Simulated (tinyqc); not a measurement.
Square on-chip spiral inductor, lumped pi model: two steps of the calculation.

Outer diameter do = di + 2 n wd + 2 (n - 1) sp, mean da = (do + di)/2, fill p = (do - di)/(do + di), length l = 4 n da. L = 2.34 mu0 n^2 da/(1 + 2.75 p), mu0 = 4 pi 1e-7 H/m. Rs = rho l/(wd delta (1 - exp(-th/delta))), delta = sqrt(rho/(pi f mu0)). Cs = n wd^2 eps0 eo/hu across the coil. At each end Cox = l wd eps0 eo/(2 ho) leads to the substrate branch Rsi = 2 rs he/(l wd) in parallel with Csi = l wd eps0 11.7/(2 he). With one end grounded Y = 1/(Rs + i w L) + i w Cs + 1/[1/(i w Cox) + 1/(1/Rsi + i w Csi)], w = 2 pi f; Q = -Im Y/Re Y. Eddy currents in neighbouring turns and in the substrate are left out.

Values chosen for this exercise; values of the order met in silicon radio-frequency processes:
```
symbol  value     unit                                     meaning
n         5.5                                      number of turns
wd         15       um                                  line width
sp          3       um                         space between turns
di         60       um                              inner diameter
th          4       um                             metal thickness
rho       2.2  uohm cm                           metal resistivity
ho        4.5       um                        oxide below the coil
hu        1.1       um            oxide between coil and underpass
eo          3                   relative permittivity of the oxide
rs         20   ohm cm                       substrate resistivity
he         50       um  effective spreading depth in the substrate
f         3.3      GHz                                   frequency
```

Constants: eps0 = 8.8541878128e-12 F/m. Results are converted to the units shown.

Task 1. Geometry and model elements. do, l, L, delta, Rs, Cs, Cox, Rsi and Csi as defined.

Find: do; l; L; delta; Rs; Cs; Cox; Rsi; Csi.

Result 1.

do = 252.00 um
l = 3432.0 um
L = 5.1541 nH
delta = 1.2995 um
Rs = 4.0605 ohm
Cs = 29.883 fF
Cox = 151.94 fF
Rsi = 388.50 ohm
Csi = 53.330 fF

Task 2. Admittance, quality factor and apparent inductance. Series branch 1/(Rs + i w L), substrate branch, total Y, Q = -Im Y/Re Y, apparent inductance Im(1/Y)/w, metal-only value w L/Rs, share of the loss in the substrate Re(substrate branch)/Re Y.

L = 5.1540782 nH
Rs = 4.0604733 ohm
Cs = 29.882884 fF
Cox = 151.93786 fF
Rsi = 388.50039 ohm
Csi = 53.330190 fF

Give: series branch; substrate branch; Y; Q; apparent inductance; w L/Rs; share of the loss in the substrate.

Result 2.

series branch = 0.3550-9.3439i mS
substrate branch = 1.0326+1.4430i mS
Y = 1.3876-7.2813i mS
Q = 5.2474
apparent inductance = 6.3915 nH
w L/Rs = 26.319
share of the loss in the substrate = 74.415 %

Q is 19.9 % of the metal-only value.

Program tinyqc, `OMP_NUM_THREADS=1 python tinyqc.py 2302133 2302134 out.jsonl`; Intel Xeon 2.30GHz, shared host, one thread, about 0.01 s.
